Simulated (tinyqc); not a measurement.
Landau-Devonshire theory of a uniaxial ferroelectric. Inputs raised by 5 %, one at a time. Computed by tinyqc, a small Python program. Command: `OMP_NUM_THREADS=1 python tinyqc.py 3000285 3000286 out.jsonl ferro sens`. One thread of a shared host (Intel(R) Xeon(R) Processor @ 2.30GHz), about 0.01 s of CPU time with the checks.

G(P) = (alpha/2) P^2 + (beta*/4) P^4 + (gamma/6) P^6 - E P per volume, SI units, one domain, P along the polar axis, which is normal to the film.

Inputs (values chosen for the exercise, for a model ferroelectric):
```
quantity                          value         unit
alpha_0                          564000  J m/(C^2 K)
Curie-Weiss temperature T0          580            K
beta                           4.99e+08    J m^5/C^4
gamma                          6.94e+09    J m^9/C^6
temperature T                       408            K
misfit strain u_m                -0.008            -
electrostriction Q12             -0.035      m^4/C^2
compliance s11 + s12              4e-12        m^2/N
film thickness d                     28           nm
screening length lambda          0.0064           nm
background permittivity eps_b        20            -
gradient coefficient g          8.4e-11    J m^3/C^2
```

Sample: epitaxial film.

Constants: eps_0 = 8.8541878128e-12 F/m.

Method:
- alpha = alpha_0 (T - T0*), with clamping: T0* = T0 + 4 Q12 u_m/(alpha_0 (s11 + s12)), beta* = beta + 4 Q12^2/(s11 + s12).
- Ps^2 = [-beta* + sqrt(beta*^2 - 4 alpha gamma)]/(2 gamma).
- chi = 1/(eps_0 G''), G'' = alpha + 3 beta* P^2 + 5 gamma P^4 at Ps. Ps, chi and the coercive field are for perfect screening, without a depolarising field. The intrinsic coercive field is |alpha P + beta* P^3 + gamma P^5| at the P_c where G'' = 0. 1 C/m^2 = 100 microcoulomb/cm^2.
- With the term (g/2) (dP/dx)^2, (g/2) P'^2 = G(P) - G(Ps) across the wall: energy = int_(-Ps)^(Ps) sqrt(2 g [G(P) - G(Ps)]) dP (40 Gauss-Legendre points); width = 2 Ps over the slope at P = 0, sqrt(2 |G(Ps)|/g). Elastic coupling inside the wall is left out.
- Between shorted electrodes with screening length lambda each, the depolarising field is -k P, k = 2 lambda/(eps_0 (d + 2 lambda eps_b)), so alpha turns into alpha + k.
- The polar state is the lowest uniform state while alpha + k < 0 (beta* > 0) or < 3 beta*^2/(16 gamma) (beta* < 0); setting the equality gives the critical thickness d_c.

Runs:
```
input moved                               from          to  susceptibility chi  wall energy (mJ/m^2)  critical thickness d_c (nm)  well depth G(Ps) (MJ/m^3)
base run                                     -           -              110.11                25.362                       3.5785                    -14.769
Curie-Weiss temperature T0 (K)             580         609              104.98                26.764                       3.4191                    -15.931
gamma (J m^9/C^6)                   6940000000  7287000000              109.45                25.075                       3.5785                    -14.614
temperature T (K)                          408       428.4              114.02                24.383                       3.6992                    -13.973
electrostriction Q12 (m^4/C^2)          -0.035    -0.03675              107.56                25.565                       3.4412                    -15.135
compliance s11 + s12 (m^2/N)             4e-12     4.2e-12              113.69                24.681                       3.7191                    -14.124
gradient coefficient g (J m^3/C^2)     8.4e-11    8.82e-11              110.11                25.989                       3.5785                    -14.769
screening length lambda (nm)            0.0064     0.00672              110.11                25.362                       3.7574                    -14.769
```

Exponents ln(y'/y) / ln(x'/x):
```
input                       susceptibility chi  wall energy  critical thickness d_c  well depth G(Ps)
Curie-Weiss temperature T0              -0.979        1.103                  -0.934             1.553
gamma                                   -0.124       -0.233                   0.000            -0.217
temperature T                            0.714       -0.807                   0.680            -1.135
electrostriction Q12                    -0.481        0.163                  -0.802             0.501
compliance s11 + s12                     0.654       -0.558                   0.790            -0.916
gradient coefficient g                   0.000        0.500                   0.000             0.000
screening length lambda                  0.000        0.000                   1.000             0.000
```

Which inputs matter most for each result?

Among the inputs moved here: susceptibility chi answers most in size to Curie-Weiss temperature T0 (exponent -0.979), next to temperature T (+0.714); its exponent is below 0.0005 for gradient coefficient g, screening length lambda. Wall energy answers most in size to Curie-Weiss temperature T0 (exponent +1.103), next to temperature T (-0.807); its exponent is below 0.0005 for screening length lambda. Its exponent +0.500 in gradient coefficient g: wall energy scales as sqrt(g). Critical thickness d_c answers most in size to screening length lambda (exponent +1.000), next to Curie-Weiss temperature T0 (-0.934); its exponent is below 0.0005 for gamma, gradient coefficient g. Its exponent +1.000 in screening length lambda: k depends on lambda/d. Well depth G(Ps) answers most in size to Curie-Weiss temperature T0 (exponent +1.553), next to temperature T (-1.135); its exponent is below 0.0005 for gradient coefficient g, screening length lambda.

Caution (all rows): far below T0* the expansion with linear alpha(T) is only a fit. Caution (rows electrostriction Q12): the strain shifts T0 by more than 500 K here, which is beyond the range where constant coefficients hold.
